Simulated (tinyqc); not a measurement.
# One-sided p+-n junction, ionisation integral and breakdown: what changes with what

A p+ layer at x < 0 and an n drift layer from x = 0. Depletion approximation, built-in voltage neglected. Local ionisation coefficients alpha_n = an exp(-(bn/E)^mx), alpha_p = ap exp(-(bp/E)^mx). Electrons move towards +x, holes towards x = 0.

Inputs (values chosen for the exercise); material values close to those of silicon: relative permittivity eps_r = 11.9; prefactor of the electron ionisation coefficient an = 6.85e5 1/cm; field constant for electrons bn = 1.28e6 V/cm; prefactor of the hole ionisation coefficient ap = 1.54e6 1/cm; field constant for holes bp = 1.93e6 V/cm; exponent mx = 1; electron mobility of the drift layer mu = 1270 cm^2/(V s); donor density of the drift layer N = 3.6e15 cm^-3.

Constants: q = 1.602176634e-19 C, eps0 = 8.8541878128e-14 F/cm where lengths are in cm. Results are converted to the units shown.

Each table varies one quantity; the others keep the values above.

## Multiplication against voltage

W = sqrt(2 eps0 eps_r V/(q N)), peak field E0 = q N W/(eps0 eps_r), falling linearly to 0 at W. G(x) = integral from 0 to x of (alpha_n - alpha_p); I_n = integral of alpha_n exp(-G) (electrons injected at x = 0), I_p = integral of alpha_p exp(G(end) - G) (holes injected at the far edge); M = 1/(1 - I). Integrals on a fine grid; BV is where I_n = 1. Here BV = 104.588 V; the Miller exponent is n = ln(1 - 1/M)/ln(V/BV).

Results:
```
V (V)  E0 (kV/cm)     I_n      I_p   M_n   M_p  Miller n, electrons  Miller n, holes
41.8          214  0.0835  0.00701  1.09  1.01                 2.71             5.41
52.3          239   0.183   0.0238  1.22  1.02                 2.45             5.39
73.2          283   0.484    0.138  1.94  1.16                 2.03             5.54
83.7          303   0.661    0.283  2.95  1.39                 1.86             5.67
89.9          314   0.765    0.419  4.25  1.72                 1.77             5.76
96.2          325   0.868    0.613  7.60  2.58                 1.69             5.85
100           331   0.929    0.767  14.1  4.29                 1.64             5.91
103           336   0.976    0.913  41.2  11.5                 1.60             5.96
```

Estimate the missing row, V = 62.8 V.

Computed row:
```
V (V)  E0 (kV/cm)    I_n     I_p   M_n   M_p  Miller n, electrons  Miller n, holes
62.8          262  0.322  0.0622  1.47  1.07                 2.22             5.45
```

With this row back in the table: M_n rises from 1.091 to 41.2 and M_p from 1.007 to 11.5; both diverge at BV. The Miller exponent for electrons falls from 2.71 to 1.60 and that for holes goes from 5.41 through a minimum of 5.39 (at V = 52.3 among the rows listed) to 5.96. The larger multiplication belongs to electrons, whose coefficient at the peak field of the last row is 3.08 times the other.

## Effect of the drift doping

Same model as above.

Specific on-resistance Ron = W/(q mu N) with constant mobility and full ionisation.

Results:
```
N (cm^-3)  BV (V)  E0 at BV (kV/cm)  W at BV (um)  Ron (mohm cm^2)  BV^2/Ron (MW/cm^2)  eps0 eps_r mu E0^3/4 (MW/cm^2)
3e14          624               239          52.3             85.7                4.55                            4.55
1.1e15        240               283          16.9             7.57                7.61                            7.61
2.1e15        152               311          9.75             2.28                10.1                            10.1
4.1e15       95.8               346          5.54            0.664                13.8                            13.8
7.8e15       62.5               385          3.25            0.205                19.1                            19.1
1.5e16       41.2               434          1.90           0.0623                27.3                            27.3
2.9e16       27.7               494          1.12           0.0190                40.3                            40.3
```

Estimate the missing row, N = 5.8e14 cm^-3.

Computed row:
```
N (cm^-3)  BV (V)  E0 at BV (kV/cm)  W at BV (um)  Ron (mohm cm^2)  BV^2/Ron (MW/cm^2)  eps0 eps_r mu E0^3/4 (MW/cm^2)
5.8e14        382               260          29.4             24.9                5.86                            5.86
```

With this row back in the table: BV falls from 624 to 27.7 V while the critical field rises from 239 to 494 kV/cm. BV goes as N^(-0.74) between the first two rows and N^(-0.60) between the last two (a coefficient proportional to E^7 gives -0.75 without punch-through). Ron goes as BV^(2.70) over the table; the last two columns agree since BV = E0 W/2 and N = eps0 eps_r E0/(q W). For N = 2.9e16 the layer is under 0.5 um wide or BV under 28 V, so dead space, tunnelling and the built-in voltage, all left out, matter.

tinyqc, about 0.04 s, one thread, Intel Xeon 2.30GHz (shared host): `OMP_NUM_THREADS=1 python tinyqc.py 2120055 2120056 out.jsonl`
